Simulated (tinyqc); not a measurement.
Inputs raised by 5 %, one at a time: carrier lifetime from Shockley-Read-Hall, radiative, Auger and surface recombination. Computed by tinyqc, a small Python program. Command: `OMP_NUM_THREADS=1 python tinyqc.py 3015736 3015737 out.jsonl lifetime sens`. One thread of a shared host (Intel(R) Xeon(R) Processor @ 2.30GHz), about 0.02 s of CPU time with the checks.

Energies are counted from the top of the valence band. Boltzmann statistics, full ionisation, and equal excess densities of electrons and holes.

Inputs (values chosen for the exercise, for a model semiconductor): gap E_g = 1.66 eV; electron mass m_e = 0.125 m_0; valleys M_c = 1; hole mass m_h = 0.666 m_0; temperature T = 300 K; doping N = 2.5e+17 cm^-3; trap level E_t = 0.889 eV; trap density N_t = 3e+11 cm^-3; electron cross-section sigma_n = 2.8e-15 cm^2; hole cross-section sigma_p = 2.6e-17 cm^2; radiative coefficient B = 9.1e-11 cm^3/s; Auger coefficient C_n = 4e-31 cm^6/s; Auger coefficient C_p = 8.4e-31 cm^6/s; excess density dn = 1.6e+14 cm^-3; generation rate G = 8.7e+20 cm^-3 s^-1; diffusion coefficient D = 18 cm^2/s; surface velocity S = 29 cm/s; thickness W = 3.5 micrometre.

Doping: p-type. Surface term: two equal surfaces.

Constants: m_0 = 9.1093837015e-31 kg; k_B = 1.380649e-23 J/K; h = 6.62607015e-34 J s; k_B = 8.617333262e-05 eV/K.

Method:
- N_c = 2 M_c (2 pi m_e k_B T/h^2)^(3/2) and N_v = 2 (2 pi m_h k_B T/h^2)^(3/2), masses in units of m_0.
- n_i = sqrt(N_c N_v) exp(-E_g/2 k_B T); majority density N/2 + sqrt(N^2/4 + n_i^2), minority density n_i^2 over it.
- v = sqrt(3 k_B T/m) with m_e or m_h; tau_n0 = 1/(sigma_n v_n N_t), tau_p0 = 1/(sigma_p v_p N_t); n1 = N_c exp(-(E_g - E_t)/k_B T), p1 = N_v exp(-E_t/k_B T).
- The slowest diffusion mode has x tan x = S W/(2 D) with 0 < x < pi/2 (bisection), and tau_s = W^2/(4 x^2 D). The common approximation is W/(2 S) + W^2/(pi^2 D).
- With n = n_0 + dn, p = p_0 + dn and U/dn = 1/tau: (n p - n_i^2)/dn = n_0 + p_0 + dn = s; 1/tau_SRH = s/[tau_p0 (n + n1) + tau_n0 (p + p1)]; 1/tau_rad = B s; 1/tau_Aug = (C_n n + C_p p) s; the rates add, with 1/tau_s.
- Radiative efficiency = tau_eff/tau_rad; effective diffusion length = sqrt(D tau_eff).
- dn solves dn/tau_eff(dn) = G (60 bisections in ln dn between 1e-2 and 1e22 cm^-3); the splitting of the quasi-Fermi levels is k_B T ln(n p/n_i^2).

Runs; columns: (1) input moved; (2) from; (3) to; (4) tau_SRH at dn (s); (5) radiative efficiency at dn; (6) steady excess density (cm^-3); (7) effective diffusion length at dn (micrometre):
```
(1)                                   (2)        (3)         (4)      (5)         (6)     (7)
base run                                -          -  4.1767e-05  0.98947  3.7829e+13  8.8452
doping N (cm^-3)                  2.5e+17  2.625e+17  4.1495e-05  0.98974  3.6038e+13  8.6333
trap density N_t (cm^-3)            3e+11   3.15e+11  3.9778e-05  0.98942  3.7827e+13  8.8450
trap level E_t (eV)                 0.889    0.93345  4.1767e-05  0.98947  3.7829e+13  8.8452
radiative coefficient B (cm^3/s)  9.1e-11  9.555e-11  4.1767e-05  0.98997  3.6046e+13  8.6342
Auger coefficient C_n (cm^6/s)      4e-31    4.2e-31  4.1767e-05  0.98947  3.7829e+13  8.8452
surface velocity S (cm/s)              29      30.45  4.1767e-05  0.98912  3.7815e+13  8.8436
diffusion coefficient D (cm^2/s)       18       18.9  4.1767e-05  0.98947  3.7829e+13  9.0636
```

Exponents ln(y'/y) / ln(x'/x):
```
input                    tau_SRH at dn  radiative efficiency at dn  steady excess density  effective diffusion length at dn
doping N                        -0.134                       0.006                 -0.994                            -0.497
trap density N_t                -1.000                      -0.001                 -0.001                            -0.001
trap level E_t                   0.000                       0.000                  0.000                             0.000
radiative coefficient B          0.000                       0.010                 -0.989                            -0.495
Auger coefficient C_n            0.000                       0.000                  0.000                             0.000
surface velocity S               0.000                      -0.007                 -0.007                            -0.004
diffusion coefficient D          0.000                       0.000                  0.000                             0.500
```

Among the inputs moved here: tau_SRH at dn answers most in size to trap density N_t (exponent -1.000), next to doping N (-0.134); its exponent is below 0.0005 for trap level E_t, radiative coefficient B, Auger coefficient C_n, surface velocity S, diffusion coefficient D. Its exponent -1.000 in trap density N_t: both capture times go as 1/N_t. Radiative efficiency at dn answers most in size to radiative coefficient B (exponent +0.010), next to surface velocity S (-0.007); its exponent is below 0.0005 for trap level E_t, Auger coefficient C_n, diffusion coefficient D. steady excess density answers most in size to doping N (exponent -0.994), and about equally to radiative coefficient B (-0.989); its exponent is below 0.0005 for trap level E_t, Auger coefficient C_n, diffusion coefficient D. effective diffusion length at dn answers most in size to diffusion coefficient D (exponent +0.500), and about equally to doping N (-0.497), radiative coefficient B (-0.495); its exponent is below 0.0005 for trap level E_t, Auger coefficient C_n.
